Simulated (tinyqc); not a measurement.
Inside a calculation. Method: Hubbard chain of 4 sites. Computed by tinyqc, a small Python program that keeps every step. Settings: hopping = 1.46, U = 2.3, mixing = 0.5, iteration cap = 85. Command: `OMP_NUM_THREADS=1 python tinyqc.py 28742 28743 out.jsonl` (the two numbers bound the seeds that draw the settings). One thread of a shared host (Intel(R) Xeon(R) Processor @ 2.60GHz), about 0.2 s of CPU time with the checks. Later iterations appear only in the table of the cycle.

## Mean-field iteration 1

one-body matrix (hopping and site energies) (eV):
```
           1          2          3          4
1  -0.070000  -1.460000   0.000000   0.000000
2  -1.460000   0.430000  -1.460000   0.000000
3   0.000000  -1.460000   0.240000  -1.460000
4   0.000000   0.000000  -1.460000   0.370000
```

U = 2.300000 eV

electrons, up and down: 2  2

mixing = 0.500000

n(up) at the start (a guess, not normalised): 1 0.550000, 2 0.450000, 3 0.550000, 4 0.450000

n(down) at the start (a guess): 1 0.450000, 2 0.550000, 3 0.450000, 4 0.550000

H(up) = T + U n(down), H(down) = T + U n(up); fill the lowest levels; n(new) = n + mixing (n(out) - n); E = tr T (rho up + rho down) + U sum n_up n_down of the output.

levels, up (eV): -0.946771  0.401840  2.302927  3.812004

levels, down (eV): -0.933106  0.446476  2.256470  3.800160

energy = -3.266971 eV

n(up) after iteration 1: 1 0.599687, 2 0.424179, 3 0.554633, 4 0.421501

n(down) after iteration 1: 1 0.500737, 2 0.507252, 3 0.470168, 4 0.521843

## Mean-field iteration 2

As before.

levels, up (eV): -0.949222  0.436341  2.290234  3.792647

levels, down (eV): -0.941456  0.459243  2.264851  3.787362

energy = -3.286367 eV

n(up) after iteration 2: 1 0.604428, 2 0.425548, 3 0.548115, 4 0.421909

n(down) after iteration 2: 1 0.506814, 2 0.498332, 3 0.473687, 4 0.521167

## Mean-field iteration 3

As before.

levels, up (eV): -0.951098  0.441603  2.290434  3.789062

levels, down (eV): -0.943594  0.461825  2.267553  3.784215

energy = -3.286715 eV

n(up) after iteration 3: 1 0.603976, 2 0.428562, 3 0.543953, 4 0.423510

n(down) after iteration 3: 1 0.509059, 2 0.494285, 3 0.476482, 4 0.520173

## Convergence

Each step fills the lowest levels of T + U n(other spin) and sets n(new) = n + mixing (n(out) - n); stop when output and input agree to 1e-8.

Course of the cycle:

| iteration | E (eV) | largest \|n(out) - n(in)\| | mean \|n_up - n_down\| |
|---|---|---|---|
| 1 | -3.26697104 | 1.01e-01 | 0.083414 |
| 2 | -3.28636727 | 1.78e-02 | 0.080335 |
| 3 | -3.28671533 | 8.32e-03 | 0.076367 |
| 4 | -3.28687145 | 5.55e-03 | 0.072614 |
| 5 | -3.28700185 | 4.18e-03 | 0.069090 |
| 6 | -3.28711704 | 3.95e-03 | 0.065767 |
| 7 | -3.28722012 | 3.89e-03 | 0.062624 |
| 8 | -3.28731282 | 3.78e-03 | 0.059647 |
| 9 | -3.28739638 | 3.65e-03 | 0.056822 |
| 10 | -3.28747179 | 3.50e-03 | 0.054140 |
| 11 | -3.28753992 | 3.35e-03 | 0.051591 |
| ... | ... | ... | ... |
| 75 | -3.28820197 | 1.59e-04 | 0.002501 |
| 76 | -3.28820211 | 1.51e-04 | 0.002386 |
| 77 | -3.28820224 | 1.44e-04 | 0.002276 |
| 78 | -3.28820235 | 1.38e-04 | 0.002172 |
| 79 | -3.28820246 | 1.31e-04 | 0.002072 |
| 80 | -3.28820255 | 1.25e-04 | 0.001976 |
| 81 | -3.28820264 | 1.20e-04 | 0.001885 |
| 82 | -3.28820272 | 1.14e-04 | 0.001799 |
| 83 | -3.28820279 | 1.09e-04 | 0.001716 |
| 84 | -3.28820285 | 1.04e-04 | 0.001637 |
| 85 | -3.28820291 | 9.90e-05 | 0.001561 |

Not converged within 85 iterations: the residual falls steadily but slowly, by a factor of about 0.95 a step. The lowest mean-field energy found from random starts is -3.28820 eV. Reruns (cap 100 unless said): mixing 0.2: not converged; mixing 0.9: not converged; the original settings with a cap of 400: converged in 281 (E = -3.28820).

## Exact diagonalisation (36 states)

Lowest levels of the sector, and the double occupancy of the lowest state.

lowest levels (eV): -3.650983  -2.378037  -1.192611  -1.002205  -0.758919  -0.038519

double occupancy per site = 0.173229

## The lowest level by Lanczos steps

From a random start vector (not printed): a_j = <q_j|H|q_j>, b_j = norm of the remainder after orthogonalising; the Ritz value is the lowest eigenvalue of the tridiagonal matrix of a and b so far.

Lanczos:

| j | a_j (eV) | b_j (eV) | lowest Ritz value (eV) |
|---|---|---|---|
| 1 | 3.216615 | 4.493387 | 3.21661464 |
| 2 | 1.795562 | 3.718587 | -2.04312859 |
| 3 | 3.760965 | 3.751430 | -3.27784421 |
| 4 | 5.188659 | 2.967043 | -3.58301172 |
| 5 | 3.656601 | 2.430814 | -3.63928209 |
| 6 | 3.250677 | 3.127520 | -3.64815401 |
| 7 | 4.047923 | 2.586185 | -3.65054644 |
| 8 | 5.173584 | 2.631792 | -3.65088780 |
| 9 | 2.005842 | 2.552930 | -3.65095212 |
| 10 | 2.370590 | 2.945595 | -3.65097104 |
